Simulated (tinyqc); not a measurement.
Deep trap from a strong local potential in a two-band host (Koster-Slater model with semi-elliptic bands): one step, computed by the program tinyqc. Command: `OMP_NUM_THREADS=1 python tinyqc.py 3025669 3025670 out.jsonl deeptrap walk`. One thread of a shared host (Intel(R) Xeon(R) Processor @ 2.30GHz), about 0.02 s of CPU time with the checks.

The valence band spans -2 W_v to 0 and the conduction band E_g to E_g + 2 W_c. The orbital at the impurity site has weight f_v in the valence band and 1 - f_v in the conduction band, each spread as a semi-ellipse (2/(pi W^2)) sqrt(W^2 - x^2) about the band centre. The impurity adds U to this orbital. Spin is left out.

Problem. Thresholds and the vacancy level. In the gap G(E) = f_v (2/W_v^2)[x - sqrt(x^2 - W_v^2)] - (1 - f_v)(2/W_c^2)[y - sqrt(y^2 - W_c^2)], x = E + W_v, y = E_g + W_c - E. G falls across the gap from G(0) to G(E_g). A repulsive U binds if U > 1/G(0), an attractive one if U < 1/G(E_g); the vacancy level (U infinite) solves G(E) = 0 (bisection).

Inputs (values chosen for the exercise, for a model semiconductor):
```
quantity,value,unit
gap E_g,5.12,eV
half-width of the valence band W_v,5,eV
half-width of the conduction band W_c,2.8,eV
valence weight f_v of the site orbital,0.53,-
```

Impurity: repulsive, acceptor-like.

Give: G(0); G(E_g); repulsive threshold; attractive threshold; vacancy level.

Solution.

G(0) = 0.1507 1/eV

G(E_g) = -0.2797 1/eV

repulsive threshold = 6.637 eV

attractive threshold = -3.575 eV

vacancy level = 2.136 eV
